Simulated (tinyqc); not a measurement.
One-dimensional ballistic tunnel FET, two-band WKB: one step of the calculation.

A p-type source for x < 0 with its Fermi level at 0 and its valence edge at ds; in the channel the bands fall as D exp(-x/lam) towards their flat values, with the conduction edge at Ec = ds - dP and D = dP + Eg. The gate moves dP one to one. The drain Fermi level lies at -Vd and the drain side reflects nothing. For w = E - Ec between 0 and dP an electron crosses the gap. Two-band dispersion with equal masses m: inside the gap kappa = sqrt(m u (1 - u/Eg)/C), u the distance from a band edge, C = hbar^2/(2 m0).

Question. Current on a coarse grid. S(w) = 2 lam int_0^Eg kappa(u) du/(w + Eg - u) = 2 pi lam sqrt(m/(C Eg)) [w + Eg/2 - sqrt(w (w + Eg))], T(w) = exp(-S). I = g (2 q^2/h) int_0^dP T(w) [f(E) - f(E + Vd)] dw, E = ds - dP + w, f(x) = 1/(1 + exp(x/Vt)). Simpson's rule on nE equally spaced points.

Parameters, values chosen for the exercise; band and dielectric values close to those of gallium arsenide: temperature T = 200 K; band gap Eg = 1.44 eV; band-edge mass of the two-band model m = 0.068 m0; screening length of the source junction lam = 3.9 nm; source valence edge above the source Fermi level ds = 0.08 eV; drain bias Vd = 0.3 V; number of degenerate subbands (spin apart) g = 1; tunnelling window Ev(source) - Ec(channel) dP = 0.47 eV; points of the energy grid nE = 9.

Constants: q = 1.602176634e-19 C, kB = 1.380649e-23 J/K, hbar = 1.054571817e-34 J s, h = 6.62607015e-34 J s, m0 = 9.1093837015e-31 kg, Vt = kB T/q, hbar^2/(2 m0) = 0.0380998212 eV nm^2. Results are converted to the units shown.

Give: w; T(w); difference of the f; I.

Answer.

```
point	w (eV)	T(w)	difference of the f
0	0.0000	2.948e-9	0.005367
1	0.0587	1.946e-6	0.1403
2	0.1175	1.399e-5	0.8314
3	0.1762	5.068e-5	0.9933
4	0.2350	1.314e-4	0.9997
5	0.2938	2.782e-4	0.9963
6	0.3525	5.140e-4	0.8981
7	0.4113	8.607e-4	0.2257
8	0.4700	0.001338	0.009548
```

I = 0.005022 uA

Numbers from tinyqc (`OMP_NUM_THREADS=1 python tinyqc.py 2620073 2620074 out.jsonl`; about 0.01 s on one thread of a shared Intel Xeon 2.30GHz).
